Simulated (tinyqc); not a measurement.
Thickness of the outer barriers: double quantum well by finite differences.

Finite differences on points z_i at the centres of cells of width h: H_ii = (c/h^2)(1/m_(i-1/2) + 1/m_(i+1/2)) + V_i, H_(i,i+1) = -(c/h^2)/m_(i+1/2), where m_(i+1/2) is the mean of the masses at the two points (the end values are repeated outwards), psi = 0 on the points beyond both ends, c = hbar^2/2m0. The field adds e F (z - z0) with z0 the middle of the structure; 1 kV/cm = 1e-5 eV/angstrom.

Constants: hbar^2/2m0 = 3.80998211 eV angstrom^2.

Values chosen for the exercise (out of a larger set: near those of an InGaAs well in InAlAs; not measured data): layers = ((33, 0.539, 0.078), (44, 0, 0.0412), (11, 0.539, 0.078), (44, 0, 0.0412), (33, 0.539, 0.078)) (each layer: thickness in angstrom, band edge in eV, mass in m0); hf = 0.6875 angstrom (cell width of the fine grid).

Fine grid, zero field, both outer layers set to each thickness in turn.

Levels (eV):

| outer layers (angstrom) | E1 | E2 | E3 |
|---|---|---|---|
| 8.250 | 0.12901 | 0.21278 | 0.64438 |
| 16.500 | 0.11662 | 0.18958 | 0.57461 |
| 33.000 | 0.11346 | 0.18309 | 0.53659 |
| 66.000 | 0.11331 | 0.18270 | 0.52242 |
| 132.000 | 0.11331 | 0.18270 | 0.51950 |

Which of the three levels are properties of the well, and how thick must the outer layers be?

E1 is bound, and within 0.1 meV of the last row from 66 angstrom on. E2 is bound, and within 0.1 meV of the last row from 66 angstrom on. E3 is bound, and within 0.1 meV of the last row from 132 angstrom on, which only the last row itself meets.

Program tinyqc; command `OMP_NUM_THREADS=1 python tinyqc.py 1250498 1250499 out.jsonl`; about 0.04 s on one thread of a shared Intel(R) Xeon(R) Processor @ 2.30GHz.
